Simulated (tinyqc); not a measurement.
From surface time back to surface recombination velocity S: photoconductance decay in a wafer: bulk and surface recombination modes, and iron detection by pair splitting. Computed by tinyqc, a small Python program. Command: `OMP_NUM_THREADS=1 python tinyqc.py 3110880 3110881 out.jsonl pcd inv`. One thread of a shared host (Intel(R) Xeon(R) Processor @ 2.30GHz), about 0.1 s of CPU time with the checks.

Both faces of the wafer have the same S; injection is low and all coefficients are constant. x runs from -W/2 to W/2.

Inputs (values chosen for the exercise, modelled on p-type silicon): thickness W = 150 micrometre; diffusivity D = 20.9 cm^2/s; bulk lifetime tau_b without iron = 26 microsecond.

Method. Even modes cos(a x) obey b tan b = S W/(2 D) with b = a W/2, odd modes sin(a x) obey -b cot b = S W/(2 D); each decays at the rate 1/tau_b + D a^2. tau_eff is the decay time of the first mode. The surface time is 1/(D a^2) of that mode; shortcuts for it are W/(2 S), W^2/(pi^2 D) and their sum, whose error is sum/surface time - 1.

Task: A run gave the result below. Find the surface recombination velocity S, known to lie between 9700 and 18000 cm/s.

surface time = 1.657097 microsecond

Result:

Each step takes the trial c = (a f_b - b f_a)/(f_b - f_a), f being the result less the target and a, b, c the logarithms of the listed values; c replaces end b, the old b replaces a if the sign of f changed, and otherwise f_a is halved.

Scan of the range:
```
surface recombination velocity S (cm/s)  surface time (microsecond)
9700                                                        1.77636
10800                                                       1.70300
11900                                                       1.64359
13200                                                       1.58652
14600                                                       1.53676
16200                                                       1.49074
18000                                                       1.44903
```

False position (Illinois rule, in the logarithm of the input) inside the bracket:
```
step    end a    end b    trial  surface time (microsecond)
1     10800.0  11900.0  11640.4                     1.65656
2     10800.0  11640.4  11620.6                     1.65758
3     11640.4  11620.6  11630.0                     1.65710
4     11620.6  11630.0  11630.0                     1.65710
```

Surface time falls at every point of a 13-point scan of the range (every second point is shown), so one value fits; it is bracketed by 10800 and 11900. Answer: surface recombination velocity S = 11630 cm/s.
